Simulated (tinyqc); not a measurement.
UHF in the sto-3g basis, for H3, spin multiplicity 2, step by step. Computed by tinyqc, a small Python program that keeps every step (integrals from PySCF). Settings: charge = 0, multiplicity = 2, basis = sto-3g, energy threshold = 1e-09, iteration cap = 69, orthogonalisation = symmetric, start = random, DIIS depth = 8, method = UHF. Command: `OMP_NUM_THREADS=1 python tinyqc.py 20940 20941 out.jsonl` (the two numbers bound the seeds that draw the settings). One thread of a shared host (Intel(R) Xeon(R) Processor @ 2.60GHz), about 0.1 s of CPU time with the checks. Later iterations appear only in the table of the cycle.

## One-electron integrals

Geometry (angstrom):
```
atom        x        y         z
H     0.00000  0.00000   0.00000
H     0.00000  0.00000   1.39900
H     0.00000  0.00000  -1.39900
```

Basis sto-3g: exponents (1/bohr^2) and contraction coefficients of normalised primitives:
```
element  l (shell)  exponent  coefficient
H            s (1)   3.42525      0.15433
H            s (1)   0.62391      0.53533
H            s (1)   0.16886      0.44463
```

Overlap, kinetic and nuclear-attraction integrals over the contracted functions; the nuclear repulsion is the sum of Za Zb / Rab.

nuclear repulsion = 0.9456348 hartree

overlap S, order 1H 1s, 2H 1s, 3H 1s:
```
[[1.00000, 0.29611, 0.29611],
 [0.29611, 1.00000, 0.02772],
 [0.29611, 0.02772, 1.00000]]
```

kinetic energy T (hartree), order 1H 1s, 2H 1s, 3H 1s:
```
[[0.76003, 0.01986, 0.01986],
 [0.01986, 0.76003, -0.00838],
 [0.01986, -0.00838, 0.76003]]
```

nuclear attraction V (hartree), order 1H 1s, 2H 1s, 3H 1s:
```
[[-1.97843, -0.47528, -0.47528],
 [-0.47528, -1.79165, -0.04096],
 [-0.47528, -0.04096, -1.79165]]
```

core Hamiltonian H = T + V (hartree), order 1H 1s, 2H 1s, 3H 1s:
```
[[-1.21839, -0.45541, -0.45541],
 [-0.45541, -1.03161, -0.04935],
 [-0.45541, -0.04935, -1.03161]]
```

## Two-electron integrals

Functions are numbered as in S; the eight-fold symmetry (ij|kl) = (ji|kl) = (kl|ij) leaves the list below.

Two-electron integrals (ij|kl) in chemists' order, unique and non-zero (hartree):
```
(11|11) 0.77461   (21|11) 0.16347   (21|21) 0.05092   (22|11) 0.36779
(22|21) 0.16347   (22|22) 0.77461   (31|11) 0.16347   (31|21) 0.03280
(31|22) 0.07595   (31|31) 0.05092   (32|11) 0.01525   (32|21) 0.00385
(32|22) 0.01051   (32|31) 0.00385   (32|32) 0.00036   (33|11) 0.36779
(33|21) 0.07595   (33|22) 0.18910   (33|31) 0.16347   (33|32) 0.01051
(33|33) 0.77461
```

## Orthogonalisation

S = U s U^T; symmetric (Loewdin) form X = U s^(-1/2) U^T, so that X^T S X = 1.

eigenvalues of S: [0.59487, 0.97228, 1.43285]

X, order 1H 1s, 2H 1s, 3H 1s:
```
[[1.07361, -0.16295, -0.16295],
 [-0.16295, 1.03625, 0.02210],
 [-0.16295, 0.02210, 1.03625]]
```

## Starting guess

The start is random orthonormal orbitals; D(s) = C_occ C_occ^T for each spin.

D(alpha) at the start, order 1H 1s, 2H 1s, 3H 1s:
```
[[0.89413, 0.20916, -0.38615],
 [0.20916, 0.10679, 0.14156],
 [-0.38615, 0.14156, 1.09605]]
```

D(beta) at the start, order 1H 1s, 2H 1s, 3H 1s:
```
[[0.02606, 0.04435, 0.14207],
 [0.04435, 0.07551, 0.24184],
 [0.14207, 0.24184, 0.77463]]
```

## Iteration 1: building the Fock matrix

J_ij = sum D_kl (ij|kl) with D = D(alpha) + D(beta), K_ij = sum D_kl (ik|jl) for each spin; F = H + J - K(s); E = tr D H + tr D J / 2 - 0.5 sum_s tr D(s) K(s) + E_nn.

Coulomb J (hartree), order 1H 1s, 2H 1s, 3H 1s:
```
[[1.48263, 0.33506, 0.46479],
 [0.33506, 0.88726, 0.03595],
 [0.46479, 0.03595, 1.78871]]
```

exchange K(alpha) (hartree), order 1H 1s, 2H 1s, 3H 1s:
```
[[0.70527, 0.24816, 0.18540],
 [0.24816, 0.19703, 0.05466],
 [0.18540, 0.05466, 0.77291]]
```

exchange K(beta) (hartree), order 1H 1s, 2H 1s, 3H 1s:
```
[[0.14028, 0.06428, 0.21209],
 [0.06428, 0.08077, 0.07048],
 [0.21209, 0.07048, 0.65326]]
```

F(alpha) (hartree), order 1H 1s, 2H 1s, 3H 1s:
```
[[-0.44104, -0.36852, -0.17603],
 [-0.36852, -0.34138, -0.06806],
 [-0.17603, -0.06806, -0.01581]]
```

F(beta) (hartree), order 1H 1s, 2H 1s, 3H 1s:
```
[[0.12395, -0.18464, -0.20272],
 [-0.18464, -0.22513, -0.08388],
 [-0.20272, -0.08388, 0.10384]]
```

total energy of this density = -0.9638443 hartree

## Iteration 1: diagonalisation and new density

Diagonalise F' = X^T F X, C = X C', fill 2 alpha and 1 beta electrons from the bottom; D(s) = C_occ C_occ^T. Each column has its largest component positive (the first on a tie).

F' = X^T F X (alpha) (hartree):
```
[[-0.33093, -0.28202, -0.12624],
 [-0.28202, -0.25570, 0.00090],
 [-0.12624, 0.00090, 0.03012]]
```

orbital energies (alpha) (hartree): [-0.59243, -0.06903, 0.10496]

coefficients C (alpha), order 1H 1s, 2H 1s, 3H 1s:
```
[[0.68537, -0.50003, -0.69712],
 [0.53719, 0.76359, 0.47877],
 [0.04882, -0.51273, 0.91411]]
```

F' = X^T F X (beta) (hartree):
```
[[0.27072, -0.19009, -0.26413],
 [-0.19009, -0.17843, -0.02280],
 [-0.26413, -0.02280, 0.18063]]
```

orbital energies (beta) (hartree): [-0.28214, 0.03572, 0.51934]

coefficients C (beta), order 1H 1s, 2H 1s, 3H 1s:
```
[[0.27718, 0.44274, 0.96586],
 [0.82167, -0.55671, -0.34029],
 [0.24750, 0.69266, -0.74822]]
```

D(alpha) after iteration 1, order 1H 1s, 2H 1s, 3H 1s:
```
[[0.71976, -0.01364, 0.28984],
 [-0.01364, 0.87165, -0.36529],
 [0.28984, -0.36529, 0.26527]]
```

D(beta) after iteration 1, order 1H 1s, 2H 1s, 3H 1s:
```
[[0.07683, 0.22775, 0.06860],
 [0.22775, 0.67514, 0.20336],
 [0.06860, 0.20336, 0.06126]]
```

## Iteration 2: building the Fock matrix

As before.

Coulomb J (hartree), order 1H 1s, 2H 1s, 3H 1s:
```
[[1.48828, 0.45194, 0.35037],
 [0.45194, 1.67392, 0.03612],
 [0.35037, 0.03612, 0.98472]]
```

exchange K(alpha) (hartree), order 1H 1s, 2H 1s, 3H 1s:
```
[[0.68176, 0.24023, 0.25593],
 [0.24023, 0.70203, -0.01161],
 [0.25593, -0.01161, 0.32943]]
```

exchange K(beta) (hartree), order 1H 1s, 2H 1s, 3H 1s:
```
[[0.20724, 0.23804, 0.08107],
 [0.23804, 0.60616, 0.07244],
 [0.08107, 0.07244, 0.08006]]
```

F(alpha) (hartree), order 1H 1s, 2H 1s, 3H 1s:
```
[[-0.41187, -0.24370, -0.36097],
 [-0.24370, -0.05972, -0.00161],
 [-0.36097, -0.00161, -0.37632]]
```

F(beta) (hartree), order 1H 1s, 2H 1s, 3H 1s:
```
[[0.06265, -0.24152, -0.18611],
 [-0.24152, 0.03614, -0.08566],
 [-0.18611, -0.08566, -0.12696]]
```

total energy of this density = -1.1580209 hartree

## Iteration 2: DIIS over 2 matrices

error matrix X^T (FDS - SDF) X (alpha):
```
[[0.00000, -0.01330, 0.17490],
 [0.01330, 0.00000, -0.16007],
 [-0.17490, 0.16007, 0.00000]]
```

B (overlaps of the stored error matrices):
```
[[1.6640615e-01, -4.3558267e-02],
 [-4.3558267e-02, 1.8788719e-01]]
```

Minimise |sum c_i e_i|^2 with sum c_i = 1: solve [B -1; -1 0][c; lambda] = [0; -1] with B_ij = tr e_i^T e_j summed over both spins, and take F = sum c_i F_i.

DIIS coefficients: [0.52433, 0.47567]

extrapolated F(alpha) (hartree), order 1H 1s, 2H 1s, 3H 1s:
```
[[-0.42717, -0.30915, -0.26400],
 [-0.30915, -0.20741, -0.03645],
 [-0.26400, -0.03645, -0.18730]]
```

extrapolated F(beta) (hartree), order 1H 1s, 2H 1s, 3H 1s:
```
[[0.09479, -0.21169, -0.19482],
 [-0.21169, -0.10085, -0.08473],
 [-0.19482, -0.08473, -0.00594]]
```

## Iteration 2: diagonalisation and new density

As before.

F' = X^T F X (alpha) (hartree):
```
[[-0.30424, -0.24870, -0.20287],
 [-0.24870, -0.12952, 0.03930],
 [-0.20287, 0.03930, -0.12285]]
```

orbital energies (alpha) (hartree): [-0.53503, -0.16417, 0.14259]

coefficients C (alpha), order 1H 1s, 2H 1s, 3H 1s:
```
[[0.73810, 0.01372, 0.81287],
 [0.35580, -0.65387, -0.73941],
 [0.24621, 0.77418, -0.66400]]
```

F' = X^T F X (beta) (hartree):
```
[[0.24416, -0.23585, -0.23316],
 [-0.23585, -0.03677, -0.02085],
 [-0.23316, -0.02085, 0.05952]]
```

orbital energies (beta) (hartree): [-0.24375, 0.03675, 0.47391]

coefficients C (beta), order 1H 1s, 2H 1s, 3H 1s:
```
[[0.40897, 0.12058, 1.01190],
 [0.62644, -0.66389, -0.51739],
 [0.41631, 0.75238, -0.60123]]
```

D(alpha) after iteration 2, order 1H 1s, 2H 1s, 3H 1s:
```
[[0.54498, 0.25364, 0.19234],
 [0.25364, 0.55414, -0.41861],
 [0.19234, -0.41861, 0.65997]]
```

D(beta) after iteration 2, order 1H 1s, 2H 1s, 3H 1s:
```
[[0.16726, 0.25619, 0.17026],
 [0.25619, 0.39242, 0.26079],
 [0.17026, 0.26079, 0.17331]]
```

## Iteration 3: building the Fock matrix

As before.

Coulomb J (hartree), order 1H 1s, 2H 1s, 3H 1s:
```
[[1.48673, 0.40894, 0.39369],
 [0.40894, 1.37119, 0.03617],
 [0.39369, 0.03617, 1.27909]]
```

exchange K(alpha) (hartree), order 1H 1s, 2H 1s, 3H 1s:
```
[[0.60232, 0.26425, 0.25842],
 [0.26425, 0.53284, -0.01309],
 [0.25842, -0.01309, 0.59521]]
```

exchange K(beta) (hartree), order 1H 1s, 2H 1s, 3H 1s:
```
[[0.31490, 0.22842, 0.16159],
 [0.22842, 0.40310, 0.09487],
 [0.16159, 0.09487, 0.20602]]
```

F(alpha) (hartree), order 1H 1s, 2H 1s, 3H 1s:
```
[[-0.33398, -0.31073, -0.32015],
 [-0.31073, -0.19327, -0.00009],
 [-0.32015, -0.00009, -0.34774]]
```

F(beta) (hartree), order 1H 1s, 2H 1s, 3H 1s:
```
[[-0.04656, -0.27489, -0.22332],
 [-0.27489, -0.06353, -0.10805],
 [-0.22332, -0.10805, 0.04145]]
```

total energy of this density = -1.3448884 hartree

## Iteration 3: DIIS over 3 matrices

error matrix X^T (FDS - SDF) X (alpha):
```
[[0.00000, 0.04293, 0.07512],
 [-0.04293, 0.00000, -0.03917],
 [-0.07512, 0.03917, 0.00000]]
```

B (overlaps of the stored error matrices):
```
[[1.6640615e-01, -4.3558267e-02, 3.3204073e-02],
 [-4.3558267e-02, 1.8788719e-01, 6.4584030e-02],
 [3.3204073e-02, 6.4584030e-02, 3.8374785e-02]]
```

As before.

DIIS coefficients: [-0.77569, -1.09258, 2.86828]

extrapolated F(alpha) (hartree), order 1H 1s, 2H 1s, 3H 1s:
```
[[-0.16583, -0.33912, -0.38733],
 [-0.33912, -0.22428, 0.05430],
 [-0.38733, 0.05430, -0.57397]]
```

extrapolated F(beta) (hartree), order 1H 1s, 2H 1s, 3H 1s:
```
[[-0.29814, -0.38137, -0.27995],
 [-0.38137, -0.04709, -0.15126],
 [-0.27995, -0.15126, 0.17706]]
```

## Iteration 3: diagonalisation and new density

As before.

F' = X^T F X (alpha) (hartree):
```
[[0.04473, -0.34618, -0.34088],
 [-0.34618, -0.12572, 0.16093],
 [-0.34088, 0.16093, -0.48512]]
```

orbital energies (alpha) (hartree): [-0.65208, -0.37422, 0.46019]

coefficients C (alpha), order 1H 1s, 2H 1s, 3H 1s:
```
[[0.33169, 0.42148, 0.95816],
 [-0.03120, 0.78397, -0.69662],
 [0.85376, -0.32966, -0.51311]]
```

F' = X^T F X (beta) (hartree):
```
[[-0.11684, -0.36293, -0.28955],
 [-0.36293, 0.06549, -0.05339],
 [-0.28955, -0.05339, 0.27255]]
```

orbital energies (beta) (hartree): [-0.49176, 0.22792, 0.48504]

coefficients C (beta), order 1H 1s, 2H 1s, 3H 1s:
```
[[0.69136, -0.26590, -0.81059],
 [0.43738, 0.78274, 0.54486],
 [0.22887, -0.60863, 0.82344]]
```

D(alpha) after iteration 3, order 1H 1s, 2H 1s, 3H 1s:
```
[[0.28766, 0.32008, 0.14424],
 [0.32008, 0.61558, -0.28508],
 [0.14424, -0.28508, 0.83759]]
```

D(beta) after iteration 3, order 1H 1s, 2H 1s, 3H 1s:
```
[[0.47798, 0.30239, 0.15823],
 [0.30239, 0.19130, 0.10010],
 [0.15823, 0.10010, 0.05238]]
```

## Iteration 13 (converged): orbitals

converged F(alpha) (hartree), order 1H 1s, 2H 1s, 3H 1s:
```
[[0.04628, -0.27249, -0.27249],
 [-0.27249, -0.43895, -0.03006],
 [-0.27249, -0.03006, -0.43895]]
```

converged F(beta) (hartree), order 1H 1s, 2H 1s, 3H 1s:
```
[[-0.40094, -0.25662, -0.25662],
 [-0.25662, 0.17479, -0.06993],
 [-0.25662, -0.06993, 0.17479]]
```

As before.

F' = X^T F X (alpha) (hartree):
```
[[0.21912, -0.25130, -0.25130],
 [-0.25130, -0.37773, 0.04282],
 [-0.25130, 0.04282, -0.37773]]
```

orbital energies (alpha) (hartree): [-0.50850, -0.42055, 0.39272]

coefficients C (alpha), order 1H 1s, 2H 1s, 3H 1s:
```
[[0.26412, 0.00000, 1.06582],
 [0.60093, 0.71711, -0.47487],
 [0.60093, -0.71711, -0.47487]]
```

F' = X^T F X (beta) (hartree):
```
[[-0.27699, -0.25316, -0.25316],
 [-0.25316, 0.26244, 0.01075],
 [-0.25316, 0.01075, 0.26244]]
```

orbital energies (beta) (hartree): [-0.45340, 0.25169, 0.44960]

coefficients C (beta), order 1H 1s, 2H 1s, 3H 1s:
```
[[0.86119, 0.00000, -0.68125],
 [0.18461, 0.71711, 0.74332],
 [0.18461, -0.71711, 0.74332]]
```

D(alpha) after iteration 13, order 1H 1s, 2H 1s, 3H 1s:
```
[[0.06976, 0.15872, 0.15872],
 [0.15872, 0.87537, -0.15314],
 [0.15872, -0.15314, 0.87537]]
```

D(beta) after iteration 13, order 1H 1s, 2H 1s, 3H 1s:
```
[[0.74164, 0.15898, 0.15898],
 [0.15898, 0.03408, 0.03408],
 [0.15898, 0.03408, 0.03408]]
```

## Convergence

Stop when the energy changes by less than 1e-09 hartree and every element of the error matrix X^T (F D S - S D F) X (for each spin) is below 9e-06.

Course of the cycle:
```
iteration  E (hartree)     change  largest element of the error matrix
1           -0.9638443          -                             2.04e-01
2           -1.1580209  -1.94e-01                             1.75e-01
3           -1.3448884  -1.87e-01                             8.07e-02
4           -1.4258717  -8.10e-02                             5.82e-02
5           -1.4470445  -2.12e-02                             4.05e-02
6           -1.4588985  -1.19e-02                             1.88e-02
7           -1.4615720  -2.67e-03                             1.75e-03
8           -1.4615871  -1.51e-05                             2.63e-04
9           -1.4615873  -2.01e-07                             8.64e-05
10          -1.4615872   1.00e-07                             1.55e-04
11          -1.4615873  -1.03e-07                             9.12e-05
12          -1.4615874  -5.14e-08                             2.66e-06
13          -1.4615874  -4.29e-11                             1.37e-07
```

PySCF UHF in the same basis, after a stability check = -1.4615874 hartree

Converged in 13 iterations.

## Populations, bond orders and dipole

Mulliken: Z minus the diagonal of D S on the atom; Loewdin: the same with S^(1/2) D S^(1/2); Mayer order: 2 sum_s sum (D(s) S)_ij (D(s) S)_ji over the two atoms.

Charges (e):
```
atom  Mulliken   Loewdin  Mulliken spin
1H     0.00045   0.00274       -0.67204
2H    -0.00022  -0.00137        0.83602
3H    -0.00022  -0.00137        0.83602
```

Mayer bond orders:
```
pair    order
2-1   0.27418
3-1   0.27418
3-2   0.02689
```

dipole moment about the origin, x y z (debye): [0.00000, 0.00000, 0.00000]

<S^2> of the determinant (pure state: 0.75) = 1.12457
